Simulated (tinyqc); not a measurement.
# Inputs raised by 2 %, one at a time

Model: four-point probe, van der Pauw, Hall and spreading-resistance readings of a semiconductor layer. Computed by tinyqc, a small Python program. Command: `OMP_NUM_THREADS=1 python tinyqc.py 3111283 3111284 out.jsonl probe sens`. One thread of a shared host (Intel(R) Xeon(R) Processor @ 2.30GHz), about 0.01 s of CPU time with the checks.

The layer is uniform and ohmic; contacts are points unless a radius is given.

Inputs (values chosen for the exercise, modelled on n-type silicon):
```
quantity,value,unit
carrier density n,2.1e+19,1/cm^3
drift mobility mu,112,cm^2/(V s)
layer thickness t,23,micrometre
probe spacing s,0.5,mm
current I,0.04,mA
side ratio a/b of the van der Pauw rectangle,1.9,-
```

Backing of the layer: insulating.

Constants: e = 1.602176634e-19 C.

Method:
- rho = 1/(e n mu); R_s = rho/t.
- Collinear probes with equal spacing on a layer with insulating backing: images at depth 2 m t give V = (rho I/(2 pi s)) G, G = 1 + 4 sum_(m>=1) [1/sqrt(1 + (2 m u)^2) - 1/sqrt(4 + (2 m u)^2)], u = t/s; the sum runs to m = 20000, with the tail 3/(32 u^3 M^2) added to the sum for M = 20000.
- Limits: thick, rho = 2 pi s V/I; thin on an insulator, rho = (pi/ln 2) t V/I.
- Thin rectangle with point contacts at the corners; for R_B current and voltage contacts lie along the two sides of length a, for R_A along those of length b: exp(-pi R_A/R_s) = (theta_4/theta_3)^4, exp(-pi R_B/R_s) = (theta_2/theta_3)^4 with q = exp(-pi a/b), theta_2 = 2 sum_(m>=0) q^((m + 1/2)^2), theta_3 = 1 + 2 sum_(m>=1) q^(m^2), theta_4 = 1 + 2 sum_(m>=1) (-1)^m q^(m^2).

Runs:
```
input moved,from,to,voltage V (mV),rho by the thick formula (ohm cm),rho by the thin formula (ohm cm),R_B (ohm)
base run,-,-,0.010183,0.079974,0.0026537,1.1814
carrier density n (1/cm^3),2.1e+19,2.142e+19,0.009983,0.078406,0.0026017,1.1582
drift mobility mu (cm^2/(V s)),112,114.24,0.009983,0.078406,0.0026017,1.1582
layer thickness t (micrometre),23,23.46,0.009983,0.078406,0.0026537,1.1582
probe spacing s (mm),0.5,0.51,0.010183,0.081574,0.0026537,1.1814
current I (mA),0.04,0.0408,0.010386,0.079974,0.0026537,1.1814
side ratio a/b of the van der Pauw rectangle,1.9,1.938,0.010183,0.079974,0.0026537,1.2244
```

Exponents ln(y'/y) / ln(x'/x):
```
input,voltage V,rho by the thick formula,rho by the thin formula,R_B
carrier density n,-1,-1,-1,-1.000
drift mobility mu,-1,-1,-1,-1.000
layer thickness t,-1,-1,0,-1.000
probe spacing s,0,1,0,0.000
current I,1,0,0,0.000
side ratio a/b of the van der Pauw rectangle,0,0,0,1.806
```

Which inputs matter most for each result?

Among the inputs moved here: voltage V answers most in size to carrier density n (exponent -1.000), and about equally to drift mobility mu (-1.000), layer thickness t (-1.000), current I (+1.000); its exponent is below 0.0005 for probe spacing s, side ratio a/b of the van der Pauw rectangle. Its exponent -1.000 in layer thickness t: a thin layer, V = R_s I ln 2/pi. Its exponent 0.000 in probe spacing s: a thin layer does not feel the spacing. rho by the thick formula answers most in size to carrier density n (exponent -1.000), and about equally to drift mobility mu (-1.000), layer thickness t (-1.000), probe spacing s (+1.000); its exponent is below 0.0005 for current I, side ratio a/b of the van der Pauw rectangle. rho by the thin formula answers most in size to carrier density n (exponent -1.000), and about equally to drift mobility mu (-1.000); its exponent is below 0.0005 for layer thickness t, probe spacing s, current I, side ratio a/b of the van der Pauw rectangle. R_B answers most in size to side ratio a/b of the van der Pauw rectangle (exponent +1.806), next to carrier density n (-1.000); its exponent is below 0.0005 for probe spacing s, current I.
